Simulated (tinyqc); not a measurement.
# Series resistance and length offset from two lengths at two overdrives

Question. In strong inversion R W = Rsd + k(x)(L - dL), k(x) = (1 + th1 x)/(mu0 Cox x), x the overdrive, Cox = eps0 eox/tox, with Rsd and dL independent of x. Find dL, Rsd, mu0 and th1.

Parameters, values chosen for the exercise:
```
symbol,value,unit,meaning
eox,8.76,,relative permittivity of the gate insulator (close to aluminium oxide)
tox,4.5,nm,insulator thickness
```

Constants: eps0 = 8.8541878128e-14 F/cm where lengths are in cm. Results are converted to the units shown.

total resistance times width (ohm um):
```
,L = 0.07 um,L = 0.81 um
overdrive 0.49 V,535.583203,5710.76399
overdrive 1.09 V,327.019692,3090.68489
```

Solution. At each overdrive R W is a straight line in L; the two lines cross at L = dL, R W = Rsd. Their slopes give k x = (1 + th1 x)/(mu0 Cox), a straight line in x.

dL = 0.00600 um
Rsd = 88.0 ohm um
mu0 = 200 cm^2/(V s)
th1 = 0.370 1/V

Program tinyqc, `OMP_NUM_THREADS=1 python tinyqc.py 2210131 2210132 out.jsonl`; Intel Xeon 2.30GHz, shared host, one thread, about 0.01 s.
